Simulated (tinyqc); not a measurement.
Bloch-Grueneisen resistivity of a metal: one step, computed by the program tinyqc. Command: `OMP_NUM_THREADS=1 python tinyqc.py 3003389 3003390 out.jsonl bg walk`. One thread of a shared host (Intel(R) Xeon(R) Processor @ 2.30GHz), about 0.01 s of CPU time with the checks.

Electrons scatter from a Debye spectrum of phonons (n = 5 for scattering within one band, n = 3 for scattering into a second, heavy band) and from static defects.

Problem. Total resistivity and derived numbers. J_n(y) = int_0^y x^n e^x/(e^x - 1)^2 dx, by 96 Gauss-Legendre points (upper limit at most 60). rho_ph = (n - 1) rho_1 (T/Theta)^n J_n(Theta/T), with rho_1 = 2 pi lambda_tr k_B Theta/(hbar eps_0 w_p^2), the high-temperature line at T = Theta. Matthiessen's rule: rho = rho_0 + rho_ph. Temperature coefficient (1/rho) d rho/dT by a central difference of +/- 0.5 K; residual ratio rho(295 K)/rho(4.2 K); scattering time tau = 1/(eps_0 w_p^2 rho); Wiedemann-Franz kappa = L_0 T/rho, L_0 = (pi^2/3)(k_B/e)^2.

Inputs (values chosen for the exercise, modelled on ruthenium):
```
quantity                      value         unit
exponent n                        5            -
Debye temperature Theta         431            K
transport coupling lambda_tr   0.43            -
Drude plasma energy hbar w_p    7.7           eV
residual resistivity rho_0     0.87  microohm cm
temperature T                   200            K
```

Addition: none.

Constants: k_B = 1.380649e-23 J/K; hbar = 1.054571817e-34 J s; eps_0 = 8.8541878128e-12 F/m; hbar = 6.582119569e-16 eV s; k_B = 8.617333262e-05 eV/K.

Give: resistivity rho; temperature coefficient; residual resistance ratio; scattering time; Wiedemann-Franz conductivity.

Solution.

resistivity rho = 5.430 microohm cm

temperature coefficient = 6.187 1e-3/K

residual resistance ratio = 9.812

scattering time = 15.20 fs

Wiedemann-Franz conductivity = 89.98 W/(m K)

The coefficient is 1.24 times 1/T; it exceeds 1/T because the phonon part, extended linearly, meets zero above T = 0. Caution: below about Theta/2 small-angle phonon scattering degrades heat flow more than charge flow, so a thermal conductivity taken from rho by the Wiedemann-Franz law would be too high.
